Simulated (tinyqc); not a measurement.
Vacuum evaporation: vapour pressure, source flux, thickness distribution, purity and step coverage. Changing the background pressure p. Computed by tinyqc, a small Python program. Command: `OMP_NUM_THREADS=1 python tinyqc.py 3113249 3113250 out.jsonl evap sweep`. One thread of a shared host (Intel(R) Xeon(R) Processor @ 2.30GHz), about 0.01 s of CPU time with the checks.

Molecular flow, unit sticking of the metal, no re-evaporation. The background gas is taken as water vapour (18.015 g/mol, collision diameter 0.37 nm) at 300 K.

Inputs (values chosen for the exercise, modelled on copper, with constants for the liquid):
```
quantity                    value    unit
molar mass M                63.55   g/mol
film density rho             8.96  g/cm^3
vapour-pressure constant A  10.88       -
vapour-pressure constant B  16430       K
source temperature T         1430       K
source area                     4    cm^2
directionality n                4       -
source-to-wafer distance h     33      cm
wafer radius R                7.5      cm
sticking of background gas    0.2       -
```

Constants: u = 1.6605390666e-27 kg; k_B = 1.380649e-23 J/K; R = 8.314462618 J/(mol K).

Method:
- log10(p_v/Pa) = A - B/T; flux from the surface Phi = p_v/sqrt(2 pi m k_B T), m = M u.
- Mass loss = Phi x area x m; heat of evaporation = ln(10) R B; d ln Phi/dT = ln(10) B/T^2 - 1/(2 T).
- A small source emits (n + 1) Phi area cos^n(phi)/(2 pi) per solid angle; on a parallel plane at height h and lateral distance l the arrival rate is (n + 1) Phi area/(2 pi h^2) x (1 + (l/h)^2)^(-(n + 3)/2). Growth rate = arrival rate x m/rho, m = M u. The wafer is fixed and centred above the source.
- Mean free path lambda = k_B T_g/(sqrt2 pi d^2 p); unscattered share exp(-h/lambda); gas arrival p/sqrt(2 pi m_g k_B T_g); impurity ratio = sticking x gas arrival/metal arrival; monolayer time = 1e15 cm^-2/(sticking x gas arrival).

One run for each value:
```
background pressure p (Pa)  impurity ratio  unscattered share  monolayer time (s)  mean free path (m)
1.00e-08                        1.1417e-05            1.00000          1.3951e+05          6.8098e+05
1.00e-07                        1.1417e-04            1.00000          1.3951e+04          6.8098e+04
1.00e-06                        1.1417e-03            0.99995          1.3951e+03          6.8098e+03
1.00e-05                        1.1417e-02            0.99952          1.3951e+02          6.8098e+02
1.00e-04                        1.1417e-01            0.99517          1.3951e+01          6.8098e+01
1.00e-03                        1.1417e+00            0.95270          1.3951e+00          6.8098e+00
1.00e-02                        1.1417e+01            0.61595          1.3951e-01          6.8098e-01
1.00e-01                        1.1417e+02            0.00786          1.3951e-02          6.8098e-02
```

Describe the trends.

Over the rows, impurity ratio rises from 1.14e-5 to 114 (exponent d ln y / d ln x about 1.0 throughout); unscattered share falls from 1.000 to 0.00786; monolayer time (s) falls from 140000 to 0.0140 (exponent d ln y / d ln x about -1.0 throughout).

Caution (rows 0.00100, 0.0100, 0.100): more gas than metal sticks, so a compound rather than a metal film would grow.
